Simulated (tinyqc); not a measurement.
From results back to parameters: effective work function and flat-band voltage of a metal/high-k/SiO2/Si stack with a dipole layer.

Problem. Three stacks with (t1, t2) = (8, 20), (30, 20) and (8, 60) angstrom have the flat-band voltages below. VFB = W0 - (chi + dEF) - 4 pi e2 [Q1 EOT + Q2 x2]/3.9 with x2 = t2 3.9/eps2, EOT = t1 + x2, e2 = e^2/4 pi eps0, 1 cm^-2 = 1e-16 angstrom^-2; W0 is the work function with the dipole step.

Constants: e^2/(4 pi eps0) = 14.39964547 eV angstrom.

Parameters, chosen for this exercise (out of a larger set: a stack on Si capped with an yttrium-like oxide; not measured data): chi = 4.042 eV (electron affinity of the channel); dEF = 0.856 eV (Ec - EF in the channel); eps = (3.9, 23.1) (their dielectric constants).

VFB (V): -0.5913684  -0.5988199  -0.6469228

Find: Q1; Q2; W0.

Solution. The first two stacks differ in t1 alone and give Q1; the first and third give Q1 + Q2; W0 follows from any of them.

Q1 = 7.3e+10 e/cm^2
Q2 = 1.7e+12 e/cm^2
W0 = 4.337 eV

(tinyqc, `OMP_NUM_THREADS=1 python tinyqc.py 1881297 1881298 out.jsonl`, Intel(R) Xeon(R) Processor @ 2.30GHz, 1 thread, shared host, about 0.01 s.)
